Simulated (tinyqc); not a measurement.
# Worked calculation: hot electrons in a saturated n-channel MOSFET, lucky-electron model

Program tinyqc, `OMP_NUM_THREADS=1 python tinyqc.py 2550121 2550122 out.jsonl`; Intel Xeon 2.30GHz, shared host, one thread, about 0.01 s. Printed values are rounded.

Beyond pinch-off the lateral field grows as Esat cosh(y/l) over the velocity-saturated region (pseudo-two-dimensional model). Impact ionisation in this region gives the substrate current, which biases the body forward through Rsub. Currents are per width. Local-field laws: they overstate ionisation when the field peak is narrower than an energy relaxation length.

Values chosen for this exercise; values close to those of silicon n-channel devices:
```
symbol,value,unit,meaning
L,0.5,um,channel length
tox,12,nm,oxide thickness
xj,190,nm,junction depth
VT,0.4,V,threshold
mu,390,cm^2/(V s),effective mobility
vs,7.9e6,cm/s,saturation velocity
Ai,2e6,1/cm,ionisation prefactor
Bi,1.82,MV/cm,ionisation field
Rd,400,ohm um,resistance of the lightly doped drain
Rsub,2100,ohm um,substrate resistance
kb,0.28,,fall of VT per volt of forward body bias
lm,8,nm,hot-electron mean free path
pb,3.2,V,oxide barrier
Cg,0.0011,,prefactor of the gate current
m,3.2,,lifetime exponent
Hl,720,s uA/um,lifetime constant
Vd,2.9,V,drain voltage
Vg,1.4,V,gate voltage
```

Constants: eps0 = 8.8541878128e-14 F/cm where lengths are in cm. Results are converted to the units shown.

## Length and field scales

Cox = 3.9 eps0/tox, l = sqrt(3 tox xj), Esat = 2 vs/mu.

Cox = 0.2877611 uF/cm^2
l = 82.70429 nm
Esat = 0.04051282 MV/cm
Esat L = 2.025641 V

## Iteration 1: body bias from the substrate current

Vb at the start = 0 V

Cox = 3.9 eps0/tox. Overdrive g = Vg - VT + kb Vb; Vdsat = g Esat L/(g + Esat L); Id = Cox vs (g - Vdsat); dV = Vd - Id Rd - Vdsat; Em = sqrt((dV/l)^2 + Esat^2); Isub = Id (Ai/Bi) l Em exp(-Bi/Em). Vb(new) = Rsub Isub.

Vdsat = 0.6694915 V
Id = 75.13491 uA/um
dV = 2.200455 V
Em = 0.2691296 MV/cm
Isub = 0.2124986 uA/um
Vb after iteration 1 = 4.462471e-4 V

## Iteration 2: body bias from the substrate current

As before.

Vdsat = 0.6695475 V
Id = 75.15059 uA/um
dV = 2.200392 V
Em = 0.2691222 MV/cm
Isub = 0.2124973 uA/um
Vb after iteration 2 = 4.462443e-4 V

## Course of the iteration: body bias from the substrate current

Stop when Vb changes by less than 1e-9 V, or after 60 iterations.

Course of the iteration:

| iteration | Vb (V) | \|change\| (V) |
|---|---|---|
| 1 | 4.462471e-4 | 4.46e-4 |
| 2 | 4.462443e-4 | 2.73e-9 |
| 3 | 4.462443e-4 | 1.67e-14 |

Converged in 3 iterations. The change falls from 4.5e-4 in the first iteration to below the tolerance in the last.

## Gate current, lifetime and channel shortening

Id = 75.15059 uA/um
dV = 2.200392 V
Em = 0.2691222 MV/cm
Isub = 0.2124973 uA/um

Ig = Cg Id exp(-pb/(lm Em)); lifetime tau = (Hl/Id)(Isub/Id)^(-m); length of the saturated region dL = l ln[(dV/l + Em)/Esat]. 1 year = 3.15576e7 s.

Isub/Id = 0.002827620
Ig = 0.02899658 pA/um
tau = 43.42589 years
dL = 213.4581 nm

The lifetime exceeds ten years. Integrating Ai exp(-Bi/E) over the cosh profile gives Isub/Id = 0.00254, so the closed form is 12 % above it.
